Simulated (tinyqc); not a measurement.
# Poole-Frenkel parameters from three currents

Problem. Poole-Frenkel conduction in an insulator follows J = s0 F exp[-(pt - sqrt(q F/(pi eps0 ei)))/Vt], Vt = kB T/q, F in V/cm. Find ei, pt and s0.

Constants: q = 1.602176634e-19 C, kB = 1.380649e-23 J/K, eps0 = 8.8541878128e-14 F/cm where lengths are in cm. Results are converted to the units shown.

J at (1.12 MV/cm, 350 K), (4.5 MV/cm, 350 K) and (4.5 MV/cm, 400 K) (A/cm^2): 3.6443363e-9  0.0092644810  0.089049488

Solution. The two fields give the lowering coefficient and so ei; the two temperatures give the lowered barrier, to which the lowering is added back.

ei = 4.010
pt = 1.350 eV
s0 = 0.1500 S/cm

Computed by the program tinyqc: `OMP_NUM_THREADS=1 python tinyqc.py 2370106 2370107 out.jsonl`, one thread of a shared Intel Xeon 2.30GHz, about 0.01 s for the whole run.
